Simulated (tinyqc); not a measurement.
Reduced Fermi level from a carrier density: charge neutrality of a doped semiconductor with incomplete ionisation. Computed by tinyqc, a small Python program. Command: `OMP_NUM_THREADS=1 python tinyqc.py 3022110 3022111 out.jsonl dopant walk`. One thread of a shared host (Intel(R) Xeon(R) Processor @ 2.30GHz), about 0.05 s of CPU time with the checks.

Energies are counted from the top of the valence band; E_D is measured down from the conduction band and E_A up from the valence band.

Inputs (values chosen for the exercise, modelled on 4H-SiC):

| quantity | value | unit |
|---|---|---|
| gap at 0 K E_g0 | 3.29 | eV |
| Varshni alpha | 0.000318 | eV/K |
| Varshni beta | 716 | K |
| electron mass m_e | 0.391 | m_0 |
| valleys M_c | 3 | - |
| hole mass m_h | 2.06 | m_0 |
| temperature T | 350 | K |

Doping: n-type, compensated. Statistics of the bands: Fermi-Dirac.

ratios u of density to N: 0.011  0.038  0.14  0.49  1.7  6.2  22

Constants: m_0 = 9.1093837015e-31 kg; k_B = 1.380649e-23 J/K; h = 6.62607015e-34 J s; k_B = 8.617333262e-05 eV/K.

Method:
- E_g = E_g0 - alpha T^2/(T + beta).
- N_c = 2 M_c (2 pi m_e k_B T/h^2)^(3/2) and N_v = 2 (2 pi m_h k_B T/h^2)^(3/2), masses in units of m_0.
- n_i = sqrt(N_c N_v) exp(-E_g/(2 k_B T)); E_i = E_g/2 + (k_B T/2) ln(N_v/N_c).
- F_1/2(eta) = (2/sqrt(pi)) int_0^infinity sqrt(x)/(1 + exp(x - eta)) dx, by the trapezoid rule in t = sqrt(x) with step 0.02 up to t = 12 (for eta < -12 by exp(eta) - exp(2 eta)/2^(3/2)).
- For u = density/N of the majority band, eta solves F_1/2(eta) = u (bisection). Boltzmann: ln u. Joyce-Dixon: ln u + u/sqrt(8) - 4.95009e-3 u^2 + 1.48386e-4 u^3 - 4.42563e-6 u^4. Degenerate limit: (3 sqrt(pi) u/4)^(2/3). The last column is (eta - ln u) k_B T.

N_c = 2.31942e+19 cm^-3

k_B T = 0.0301607 eV

Eta by four rules:

| u | density (cm^-3) | exact | Boltzmann | Joyce-Dixon | degenerate | Boltzmann error (meV) |
|---|---|---|---|---|---|---|
| 0.011 | 2.5514e+17 | -4.5060 | -4.5099 | -4.5060 | 0.0598 | 1.1728e-01 |
| 0.038 | 8.8138e+17 | -3.2567 | -3.2702 | -3.2567 | 0.1367 | 4.0499e-01 |
| 0.14 | 3.2472e+18 | -1.9167 | -1.9661 | -1.9167 | 0.3260 | 1.4900e+00 |
| 0.49 | 1.1365e+19 | -0.5413 | -0.7133 | -0.5413 | 0.7514 | 5.1897e+00 |
| 1.7 | 3.9430e+19 | 1.1181 | 0.5306 | 1.1181 | 1.7221 | 1.7717e+01 |
| 6.2 | 1.4380e+20 | 3.8560 | 1.8245 | 3.8551 | 4.0802 | 6.1270e+01 |
| 22 | 5.1027e+20 | 9.4041 | 3.0910 | 9.0167 | 9.4923 | 1.9041e+02 |

What follows from these numbers?

Boltzmann statistics place E_F within 1 meV of the exact value up to u = 0.0380 of those listed and miss by 190 meV at u = 22. Joyce-Dixon stays within 0.01 in eta up to u = 6.20; the degenerate limit is still 0.94 % high at the last u. Past u of about 10 the Joyce-Dixon series fails. A parabolic band is assumed throughout.
